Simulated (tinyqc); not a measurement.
Mobility and doping from two currents.

Question. A trap-free film with injecting contacts is fitted, with diffusion neglected, by J = q mu N V/Lf + (9/8) eps0 eps_r mu V^2/Lf^3. Find mu, N and the voltage at which both terms are equal.

Values chosen for this exercise:
- eps_r = 16.1 (relative permittivity)
- Lf = 1500 nm (film thickness)

Constants: q = 1.602176634e-19 C, eps0 = 8.8541878128e-14 F/cm where lengths are in cm. Results are converted to the units shown.

J at 2.4 and 14 V (A/cm^2): 0.15298071  1.6640713

Solution. J/V is a straight line in V: the slope gives mu and the intercept mu N.

mu = 0.01000 cm^2/(V s)
N = 4.900e15 cm^-3
crossover voltage = 11.01 V

tinyqc, about 2 s, one thread, Intel Xeon 2.30GHz (shared host): `OMP_NUM_THREADS=1 python tinyqc.py 2730005 2730006 out.jsonl`
